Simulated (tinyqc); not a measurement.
What moves transparency and gain: optical gain and spontaneous emission in a bulk direct-gap semiconductor.

Parabolic bands, vertical transitions, no excitons. For each hole band j: mr = me mj/(me + mj); joint density of states J_j(E) = (mr/c)^(3/2) sqrt(E - Eg)/(2 pi^2), both spins, c = hbar^2/2m0; averaged matrix element |e.p|^2 = m0 Ep/6; alpha_j(E) = 4 pi^2 alpha_f c Ep J_j/(3 nr E) in 1/angstrom (alpha_f the fine-structure constant, listed as alpha among the constants), times 1e8 for 1/cm.

F_j(eta) = (1/Gamma(j + 1)) integral_0^infinity x^j dx/(1 + exp(x - eta)), which tends to exp(eta) for eta << 0.

Quasi-Fermi levels: n = Nc F_1/2(Fc/kT) and p = Nv F_1/2(Fv/kT), Fc counted up from the conduction edge and Fv down from the valence edge; Nc, Nv from N = 2 (m kB T/(4 pi c))^(3/2) with c = hbar^2/2m0, in 1/angstrom^3; times 1e24 for 1/cm^3, with me and (mhh^(3/2) + mlh^(3/2))^(2/3).

For band j the electron sits at Ee = (E - Eg) mr/me above its edge and the hole at Eh = (E - Eg) mr/mj; fe = 1/(1 + exp((Ee - Fc)/kT)), fh = 1/(1 + exp((Eh - Fv)/kT)); gain g = sum_j alpha_j (fe + fh - 1).

Constants: hbar^2/2m0 = 3.80998211 eV angstrom^2; fine-structure constant alpha = 0.007297352564; kB = 8.617333262e-05 eV/K.

Parameters, chosen for this exercise (near those of InP; the results hold for these values, not for the real material): Eg = 1.313 eV (direct gap); me = 0.0765 m0 (electron mass); mhh = 0.578 m0 (heavy-hole mass); mlh = 0.0929 m0 (light-hole mass); Ep = 20.9 eV (Kane energy); nr = 3.39 (refractive index); T = 250 K; n = 7.4e+17 1/cm^3 (injected density, n = p).

Transparency is Fc + Fv = 0; the peak is the largest g over E at the density n (0 if none). Each row changes one parameter from the base and keeps the others.

Results:
```
case,transparency density (1/cm^3),Fc + Fv (eV),peak gain (1/cm)
base,1.15e+18,-0.0264,0
me = 0.088 m0,1.31e+18,-0.0334,0
mhh = 0.347 m0,8.87e+17,-0.0107,0
Ep = 23 eV,1.15e+18,-0.0264,0
T = 290 K,1.43e+18,-0.0449,0
n = 9.62e+17 1/cm^3,1.15e+18,-0.0109,0
nr = 3.56,1.15e+18,-0.0264,0
```

The largest shifts from the base row, up to three for each result and ties (the steps differ in size, so this ranks the rows, not the parameters). transparency density (1/cm^3): T +2.86e+17, mhh -2.58e+17, me +1.66e+17; unchanged at the printed digits by Ep, n and nr. Fc + Fv (eV): T -0.0186, mhh +0.0157, n +0.0155; unchanged at the printed digits by Ep and nr. peak gain (1/cm): unchanged at the printed digits by me, mhh, Ep, T, n and nr.

Run: tinyqc, `OMP_NUM_THREADS=1 python tinyqc.py 1681081 1681082 out.jsonl`; Intel(R) Xeon(R) Processor @ 2.30GHz, one thread, shared host; about 0.08 s of CPU time with all checks.
